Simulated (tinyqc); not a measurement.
Inside a calculation. Method: Pariser-Parr-Pople SCF with singles CI, for the molecule [CH2+]c1ccccc1 (SMILES; centres numbered as the heavy atoms are written). One step of it, computed by the program tinyqc.

Problem. Singles CI, triplets. Over the 6 single excitations with the smallest orbital gaps: A = (e_a - e_i) delta - (ij|ab), with (pq|rs) = sum c_mp c_mq gamma_mn c_nr c_ns.

orbital energies (eV): -19.126517  -16.171068  -15.412827  -7.690453  -4.305962  -3.898342  -1.215790

coefficients:
```
         MO1        MO2        MO3        MO4        MO5        MO6        MO7
1C  0.304481  -0.374476   0.000000   0.731937   0.000000  -0.450859   0.167492
2C  0.583675  -0.468121   0.000000  -0.059999   0.000000   0.548991  -0.367689
3C  0.394666  -0.010470   0.508186  -0.389462  -0.491678  -0.214973   0.382407
4C  0.303141   0.408388   0.491678   0.023135   0.508186  -0.253096  -0.420395
5C  0.267028   0.553940   0.000000   0.395268   0.000000   0.524208   0.436826
6C  0.303141   0.408388  -0.491678   0.023135  -0.508186  -0.253096  -0.420395
7C  0.394666  -0.010470  -0.508186  -0.389462   0.491678  -0.214973   0.382407
```

repulsion gamma_rs (eV):
```
          1C        2C        3C        4C        5C        6C        7C
1C  9.520000  6.986612  5.038783  3.599146  3.225681  3.599146  5.038783
2C  6.986612  9.520000  6.987481  5.038783  4.524733  5.038783  6.987481
3C  5.038783  6.987481  9.520000  6.986612  5.038783  4.525676  5.039761
4C  3.599146  5.038783  6.986612  9.520000  6.987481  5.039761  4.525676
5C  3.225681  4.524733  5.038783  6.987481  9.520000  6.987481  5.038783
6C  3.599146  5.038783  4.525676  5.039761  6.987481  9.520000  6.986612
7C  5.038783  6.987481  5.039761  4.525676  5.038783  6.986612  9.520000
```

Give: triplet CI matrix; triplet excitation energies.

Solution.

triplet CI matrix (eV):
```
         3>4      2>4      3>5      1>4      3>6      2>5
3>4   2.4477   0.0000   0.0000   0.0000  -0.6266  -0.2010
2>4   0.0000   2.9653  -0.2010   0.7780   0.0000   0.0000
3>5   0.0000  -0.2010   4.5897  -0.5119   0.0000   0.0000
1>4   0.0000   0.7780  -0.5119   5.5159   0.0000   0.0000
3>6  -0.6266   0.0000   0.0000   0.0000   5.7296   0.1286
2>5  -0.2010   0.0000   0.0000   0.0000   0.1286   5.9132
```

triplet excitation energies (eV): 2.3237  2.7450  4.3718  5.7162  5.9541  6.0506
